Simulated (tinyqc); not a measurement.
## A chain with two barriers and dephasing by Buettiker voltage probes: effect of the dephasing strength

Sites 1 to 6 form a chain with hopping -t. Lead L joins site 1 and lead R site 6, both semi-infinite chains with hopping -t and site energy 0. Every site carries a probe with self-energy -i Gamma_p/2 that draws no net current. Linear response at zero temperature: mu_L = 1, mu_R = 0 in units of the bias.

Sigma = t^2 g(E), g(x) = (x - i sqrt(4 t^2 - x^2))/(2 t^2) for |x| < 2 t and (x - sign(x) sqrt(x^2 - 4 t^2))/(2 t^2) otherwise; Gamma = -2 Im Sigma; G = (E - H - Sigma_L - Sigma_R + i Gamma_p/2)^(-1). With Gamma the broadening by one lead, T_RL = Gamma^2 |G_(6,1)|^2, T_pL = Gamma Gamma_p |G_(p,1)|^2, T_pR = Gamma Gamma_p |G_(p,6)|^2, T_pq = Gamma_p^2 |G_(p,q)|^2 for p != q. No current into probe p: W mu = T_pL with W_pp = T_pL + T_pR + sum_q T_pq and W_pq = -T_pq. Then T_eff = T_RL + sum_p T_pR mu_p, and the resistance is (h/2q^2)/T_eff. Without probes means Gamma_p = 0.

Parameters, values chosen for the exercise:
- t = 1 eV (hopping (matrix element -t))
- U = [2.2, 0, 0, 0, 0, 2.3] eV (site energies 1 to N)
- E = -0.48 eV (Fermi energy)

Constants: q = 1.602176634e-19 C, h = 6.62607015e-34 J s. Results are converted to the units shown.

Effect of the dephasing strength:
```
gp (eV)      T_RL  through probes    T_eff  resistance (kohm)
0.01      0.09259        0.002879  0.09547              135.2
0.018     0.09182        0.005338  0.09716              132.8
0.032     0.09043        0.009887   0.1003              128.7
0.056     0.08792         0.01814   0.1061              121.7
0.1       0.08300         0.03388   0.1169              110.4
0.18      0.07339         0.06175   0.1351              95.50
0.32      0.05648          0.1026   0.1591              81.15
0.56      0.03294          0.1449   0.1778              72.59
1         0.01090          0.1639   0.1748              73.84
1.8      0.001460          0.1421   0.1436              89.90
```

Without probes the transmission is 0.0935. T_eff goes from 0.0955 through a maximum of 0.178 (at gp = 0.56 eV among the rows listed) to 0.144; the direct part falls from 0.0926 to 0.00146 and the part through probes goes from 0.00288 through a maximum of 0.164 (at gp = 1 eV among the rows listed) to 0.142. Weak dephasing raises T_eff here: the incoherent path through the probes gains more than the direct part loses.

Numbers from tinyqc (`OMP_NUM_THREADS=1 python tinyqc.py 2700005 2700006 out.jsonl`; about 0.01 s on one thread of a shared Intel Xeon 2.30GHz).
